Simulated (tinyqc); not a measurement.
From results back to parameters: effective mass of the conduction band from tabulated energies. Five cases, with inputs chosen for the exercise.

Problem. A band follows E (1 + alpha E) = c k^2/m, c = hbar^2/2m0. Its energies at two wave vectors are given.

Constants: hbar^2/2m0 = 3.80998211 eV angstrom^2.
Find: y = c k^2/E; m; alpha.
Method. y = m + m alpha E is a straight line through the two points.

Case 1.

Values chosen (out of a larger set: band of an eight-band Kane model near Ge; not measured data): k12 = (0.0177, 0.0472) 1/angstrom (two wave vectors).

energies (meV): 30.65296  181.02721

Solution.

y = c k^2/E (m0): 0.03894  0.04689
m = 0.0373 m0
alpha = 1.42 1/eV

Case 2.

Values chosen (out of a larger set: band of an eight-band Kane model near InSb; not measured data): k12 = (0.0051, 0.0136) 1/angstrom (two wave vectors).

energies (meV): 7.24478  45.07394

Solution.

y = c k^2/E (m0): 0.01368  0.01563
m = 0.0133 m0
alpha = 3.89 1/eV

Case 3.

Values chosen (out of a larger set: band of an eight-band Kane model near CdTe; not measured data): k12 = (0.0279, 0.0744) 1/angstrom (two wave vectors).

energies (meV): 30.43346  195.96400

Solution.

y = c k^2/E (m0): 0.09745  0.10762
m = 0.0956 m0
alpha = 0.64 1/eV

Case 4.

Values chosen (out of a larger set: band of an eight-band Kane model near GaAs; not measured data): k12 = (0.0198, 0.0528) 1/angstrom (two wave vectors).

energies (meV): 22.10405  144.29093

Solution.

y = c k^2/E (m0): 0.06757  0.07361
m = 0.0665 m0
alpha = 0.74 1/eV

Case 5.

Values chosen (out of a larger set: band of an eight-band Kane model near GaAs; not measured data): k12 = (0.0216, 0.0576) 1/angstrom (two wave vectors).

energies (meV): 25.98405  167.03748

Solution.

y = c k^2/E (m0): 0.06841  0.07568
m = 0.0671 m0
alpha = 0.77 1/eV

Computed by tinyqc, one run a case: `OMP_NUM_THREADS=1 python tinyqc.py N N+1 out.jsonl` with N = 1880492, 1880541, 1880553, 1880595, 1880605; one thread of a shared Intel(R) Xeon(R) Processor @ 2.30GHz, about 0.01 s a run at most.
